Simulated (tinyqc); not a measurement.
# Floating body of a partially depleted SOI transistor: body voltage and kink: two studies

Source at 0 V. Channel current Ic = 2 nf K Vt^2 [F(0) - F(Vd)](1 + la Vd), F(V) = ln^2(1 + exp((Vg - VT - nf V)/(2 nf Vt))), VT = VT0 - gb Vb. Saturation voltage Vs = 2 Vt sqrt(F(0)) + 3 Vt, excess Ve = (Vd - Vs + sqrt((Vd - Vs)^2 + 0.0004 V^2))/2, multiplication M1 = Ai Ve exp(-Bl/Ve). Each junction passes D(v) = J1 (exp(v/Vt) - 1) + J2 (exp(v/(2 Vt)) - 1). Bipolar current Ib = bb J1 (exp(Vb/Vt) - 1). The body settles where M1 (Ic + Ib) = D(Vb) + D(Vb - Vd) + Vb/Rb; drain current Id = (1 + M1)(Ic + Ib) - D(Vb - Vd).

Parameters, values chosen for the exercise; values of the order met in partially depleted silicon-on-insulator transistors: temperature T = 358 K; threshold at zero body voltage VT0 = 0.47 V; fall of the threshold per volt of body voltage gb = 0.23; slope factor nf = 1.38; gain factor per width K = 120 uA/(V^2 um); channel-length modulation factor la = 0.03 1/V; impact-ionisation prefactor Ai = 3.15 1/V; impact-ionisation voltage Bl = 7.8 V; diffusion saturation current of each junction J1 = 2.9e-11 uA/um; recombination saturation current of each junction J2 = 3.1e-8 uA/um; gain of the lateral bipolar transistor on the diffusion current bb = 0; resistance of a weak body tie to the source (1e9 stands for no tie, and the term is then dropped) Rb = 1e9 kohm um; gate voltage Vg = 0.63 V; drain voltage Vd = 2.3 V.

Constants: q = 1.602176634e-19 C, kB = 1.380649e-23 J/K, Vt = kB T/q. Results are converted to the units shown.

Each table varies one quantity; the others keep the values above.

## Output curve and kink

Rows with more than one solution for Vb (latch) are left out; dId/dVd by a forward difference over 1e-4 V, swing = 1e-4 V over the change of log10 Id; M1 under 1e-12 is printed as 0.

Results:

| Vd (V) | Vb (V) | M1 | Id, floating (uA/um) | Id, grounded (uA/um) | ratio | dId/dVd, floating (uS/um) | dId/dVd, grounded (uS/um) |
|---|---|---|---|---|---|---|---|
| 1 | 0.4567 | 3.974e-5 | 3.234 | 1.327 | 2.438 | 3.382 | 0.04080 |
| 1.32 | 0.5869 | 0.001431 | 4.009 | 1.343 | 2.986 | 1.830 | 0.06762 |
| 1.48 | 0.6256 | 0.004557 | 4.279 | 1.356 | 3.155 | 1.567 | 0.1021 |
| 1.64 | 0.6557 | 0.01133 | 4.520 | 1.376 | 3.284 | 1.470 | 0.1541 |
| 1.8 | 0.6799 | 0.02365 | 4.756 | 1.406 | 3.382 | 1.507 | 0.2236 |

Estimate the missing row, Vd = 1.16 V.

Computed row:

| Vd (V) | Vb (V) | M1 | Id, floating (uA/um) | Id, grounded (uA/um) | ratio | dId/dVd, floating (uS/um) | dId/dVd, grounded (uS/um) |
|---|---|---|---|---|---|---|---|
| 1.16 | 0.5346 | 3.130e-4 | 3.680 | 1.334 | 2.760 | 2.337 | 0.04861 |

With this row back in the table: Vb rises from 0.457 to 0.680 V and the ratio of the currents rises from 2.44 to 3.38. The output conductance with a floating body exceeds the grounded value by the largest factor among the rows, 82.9, at Vd = 1 V, where Vb = 0.457 V and M1 = 3.97e-5.

## Transfer curve and swing

Same model as above.

Transfer curve and swing:

| Vg (V) | Vb (V) | M1 | Id, floating (uA/um) | Id, grounded (uA/um) | ratio | swing, floating (mV/decade) | swing, grounded (mV/decade) |
|---|---|---|---|---|---|---|---|
| 0.02 | 0.3504 | 0.2027 | 6.822e-5 | 1.039e-5 | 6.569 | 71.98 | 98.58 |
| 0.12 | 0.4782 | 0.2016 | 0.001360 | 1.072e-4 | 12.68 | 81.63 | 98.87 |
| 0.22 | 0.5685 | 0.1975 | 0.01958 | 0.001083 | 18.09 | 92.52 | 100.6 |
| 0.32 | 0.6377 | 0.1862 | 0.1815 | 0.01015 | 17.88 | 119.7 | 106.2 |
| 0.42 | 0.6846 | 0.1664 | 0.8978 | 0.07847 | 11.44 | 178.0 | 121.9 |
| 0.52 | 0.7134 | 0.1429 | 2.588 | 0.4204 | 6.156 | 267.7 | 158.7 |
| 0.62 | 0.7311 | 0.1200 | 5.336 | 1.438 | 3.711 | 377.5 | 224.7 |
| 0.72 | 0.7422 | 0.09925 | 9.069 | 3.414 | 2.656 | 497.3 | 316.8 |
| 0.82 | 0.7492 | 0.08096 | 13.72 | 6.389 | 2.147 | 620.8 | 425.3 |

Read the table: what changes, and by how much?

Vb rises from 0.350 to 0.749 V. The smallest swing among the rows is 72.0 mV a decade with a floating body (at Vg = 0.02 V) and 98.6 with a grounded one; Vt ln 10 = 71.0. The floating swing is smaller by more than 3 % for Vg = 0.02, 0.12, 0.22 V, where the rising Vb lowers the threshold as Vg rises. In the first row the floating body raises the current by a factor of 6.57.

Range of the model: The multiplication law is an empirical form chosen for the exercise; self-heating and capacitive coupling to the body are left out, and the linear laws are rough once Vb passes about 0.7 V or M1 about 0.1.

Computed by the program tinyqc: `OMP_NUM_THREADS=1 python tinyqc.py 2182186 2182187 out.jsonl`, one thread of a shared Intel Xeon 2.30GHz, about 0.2 s for the whole run.
